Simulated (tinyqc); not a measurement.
CIS on RHF in the sto-3g basis, for BeH2, spin multiplicity 1, step by step. One step of it, computed by the program tinyqc.

Task: CIS matrix, triplets. A(ia,jb) = (e_a - e_i) d_ij d_ab - (ij|ab).

orbital energies (hartree): MO1 -4.517286, MO2 -0.471578, MO3 -0.437173, MO4 0.207011, MO5 0.209465, MO6 0.505743, MO7 1.044793

Two-electron integrals over orbitals (pq|rs), unique and non-zero (hartree):
```
(11|11) 2.271412    (21|11) -0.205270   (21|21) 0.028444    (22|11) 0.501166
(22|21) -0.007244   (22|22) 0.408303    (31|31) 0.006519    (32|31) 0.015607
(32|32) 0.165634    (33|11) 0.472752    (33|21) -0.002998   (33|22) 0.421431
(33|33) 0.444245    (41|11) 0.026089    (41|21) -0.003210   (41|22) 0.002752
(41|33) 0.001593    (41|41) 0.015981    (42|11) -0.008751   (42|21) 0.001234
(42|22) 0.008152    (42|33) 0.007143    (42|41) 0.015164    (42|42) 0.050238
(43|31) -0.000038   (43|32) 0.006872    (43|43) 0.015932    (44|11) 0.568236
(44|21) -0.008554   (44|22) 0.374094    (44|33) 0.363446    (44|41) -0.003519
(44|42) -0.015302   (44|44) 0.451829    (51|51) 0.015768    (52|51) 0.015476
(52|52) 0.050411    (53|53) 0.015465    (54|51) -0.002224   (54|52) -0.005791
(54|54) 0.024878    (55|11) 0.569168    (55|21) -0.008423   (55|22) 0.375302
(55|33) 0.363913    (55|41) 0.000848    (55|42) -0.003989   (55|44) 0.401120
(55|55) 0.449859    (61|11) -0.170454   (61|21) 0.024367    (61|22) -0.006808
(61|33) -0.004425   (61|41) -0.001017   (61|42) 0.002424    (61|44) -0.004743
(61|55) -0.004129   (61|61) 0.021399    (62|11) 0.099336    (62|21) -0.006776
(62|22) -0.028140   (62|33) -0.050771   (62|41) 0.002266    (62|42) -0.001197
(62|44) 0.044075    (62|55) 0.045990    (62|61) -0.002860   (62|62) 0.076030
(63|31) -0.003796   (63|32) -0.096071   (63|43) -0.005600   (63|63) 0.082728
(64|11) 0.010300    (64|21) 0.000290    (64|22) 0.003441    (64|33) -0.000816
(64|41) 0.015512    (64|42) 0.044914    (64|44) -0.004850   (64|55) 0.003028
(64|61) 0.002190    (64|62) 0.012135    (64|64) 0.048339    (65|51) 0.016135
(65|52) 0.047308    (65|54) -0.004167   (65|65) 0.050607    (66|11) 0.480766
(66|21) -0.006211   (66|22) 0.406004    (66|33) 0.416097    (66|41) 0.005462
(66|42) 0.017153    (66|44) 0.369282    (66|55) 0.372436    (66|61) -0.004954
(66|62) -0.036468   (66|64) 0.011035    (66|66) 0.422186    (71|31) 0.011859
(71|32) 0.021193    (71|43) -0.000529   (71|63) -0.003133   (71|71) 0.022188
(72|31) 0.002885    (72|32) -0.046700   (72|43) -0.007437   (72|63) 0.060669
(72|71) 0.006682    (72|72) 0.056453    (73|11) 0.133411    (73|21) -0.005599
(73|22) -0.009825   (73|33) -0.024238   (73|41) -0.000708   (73|42) -0.011043
(73|44) 0.054469    (73|55) 0.054084    (73|61) -0.003082   (73|62) 0.070202
(73|64) 0.003296    (73|66) -0.030688   (73|73) 0.080894    (74|31) -0.002176
(74|32) -0.018831   (74|43) 0.013219    (74|63) 0.010791    (74|71) -0.003441
(74|72) 0.002511    (74|74) 0.018766    (75|53) 0.013846    (75|75) 0.016260
(76|31) 0.011764    (76|32) 0.142085    (76|43) 0.007988    (76|63) -0.096409
(76|71) 0.015814    (76|72) -0.058993   (76|74) -0.016111   (76|76) 0.139759
(77|11) 0.586513    (77|21) -0.009598   (77|22) 0.437795    (77|33) 0.457258
(77|41) 0.000451    (77|42) 0.001217    (77|44) 0.396303    (77|55) 0.395296
(77|61) -0.009113   (77|62) -0.044193   (77|64) -0.005341   (77|66) 0.443759
(77|73) -0.017803   (77|77) 0.500261
```

Give: CIS matrix A, triplet.

Result:

CIS matrix A, triplet (hartree), lower triangle:
```
        1>4    1>5     1>6     1>7     2>4    2>5     2>6     2>7
1>4   4.156
1>5   0.000  4.158
1>6  -0.010  0.000   4.542
1>7   0.000  0.000   0.000   4.976
2>4   0.009  0.000   0.000   0.000   0.304
2>5   0.000  0.008   0.000   0.000   0.000  0.306
2>6   0.000  0.000   0.006   0.000  -0.003  0.000   0.571
2>7   0.000  0.000   0.000   0.010   0.000  0.000   0.000   1.079
3>4   0.000  0.000   0.000   0.002   0.000  0.000   0.000   0.019
3>5   0.000  0.000   0.000   0.000   0.000  0.000   0.000   0.000
3>6   0.000  0.000   0.000  -0.012   0.000  0.000   0.000  -0.142
3>7   0.002  0.000  -0.012   0.000   0.019  0.000  -0.142   0.000

       3>4    3>5    3>6    3>7
3>4  0.281
3>5  0.000  0.283
3>6  0.001  0.000  0.527
3>7  0.000  0.000  0.000  1.025
```
